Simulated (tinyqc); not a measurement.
Solubility, supersaturation, precipitation and gettering of an impurity in a silicon-like host: one step, computed by the program tinyqc. Command: `OMP_NUM_THREADS=1 python tinyqc.py 3011370 3011371 out.jsonl ripen walk`. One thread of a shared host (Intel(R) Xeon(R) Processor @ 2.30GHz), about 0.01 s of CPU time with the checks.

The wafer was saturated at T1 and is then held at T.

Task: Solubility, diffusivity, supersaturation. C_eq(T) = N0 exp(S/k_B - H/(k_B T)); D(T) = D0 exp(-Q/(k_B T)); C0 = C_eq(T1). Supersaturation s = C0/C_eq(T); critical radius r* = 2 gamma/(C_p k_B T ln s); barrier W* = (4 pi/3) gamma r*^2. Strain energy is left out.

Inputs (values chosen for the exercise, modelled on chromium in silicon):
```
quantity                                   value    unit
site density N0                            5e+22  1/cm^3
enthalpy of solution H                      2.82      eV
entropy of solution S                        4.7     k_B
diffusion prefactor D0                   0.00067  cm^2/s
migration energy Q                          0.83      eV
temperature of saturation T1                1300       K
anneal temperature T                         988       K
impurity density in the precipitate C_p  5.1e+22  1/cm^3
interface energy gamma                      0.64   J/m^2
```

Constants: k_B = 8.617333262e-05 eV/K; k_B = 1.380649e-23 J/K.

Give: C0; C_eq(T); D(T); supersaturation s; critical radius r*; W*/(k_B T).

Result:

C0 = 6.4226e+13 1/cm^3

C_eq(T) = 2.2665e+10 1/cm^3

D(T) = 3.9107e-08 cm^2/s

supersaturation s = 2833.7

critical radius r* = 0.23146 nm

W*/(k_B T) = 10.528

Caution: the barrier to homogeneous nucleation is below 35 k_B T for these inputs, so new precipitates would form and outnumber the fixed sinks assumed here. Caution: a critical radius of atomic size is outside the capillary model.
